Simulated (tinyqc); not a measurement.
Trap density from one capacitance.

Question. Traps spread evenly through the insulator exchange electrons with the semiconductor by tunnelling, with tau(x) = t0 exp(2 ka x) at depth x from the interface. The admittance per area Y seen at depth x obeys dY/dx = -Y^2/(i w eps0 eox) + q Nb ln(1 + i w tau)/tau, with Y(0) = i w Cs and w = 2 pi f; the gate sees Y(tox) = G + i w C. Working variable y = Y/(i w), in uF/cm^2. Cox = eps0 eox/tox. Find Nb and G/w.

Inputs (values chosen for the exercise):
```
symbol,value,unit,meaning
eox,3.71,,relative permittivity of the insulator
tox,5.2,nm,insulator thickness
Cs,2.5,uF/cm^2,semiconductor capacitance in accumulation
ka,5.5,1/nm,decay constant of the wave function in the insulator
t0,8e-11,s,time constant of a trap at the interface
f,1e5,Hz,frequency
```

Constants: q = 1.602176634e-19 C, eps0 = 8.8541878128e-14 F/cm where lengths are in cm. Results are converted to the units shown.

C = 0.60238341 uF/cm^2

Answer. C rises steadily with Nb, so one density matches; in practice ka and t0 must come from the frequency dependence.

Nb = 1.300e20 cm^-3 eV^-1
G/w = 0.01607 uF/cm^2

Computed by the program tinyqc: `OMP_NUM_THREADS=1 python tinyqc.py 2202156 2202157 out.jsonl`, one thread of a shared Intel Xeon 2.30GHz, about 0.5 s for the whole run.
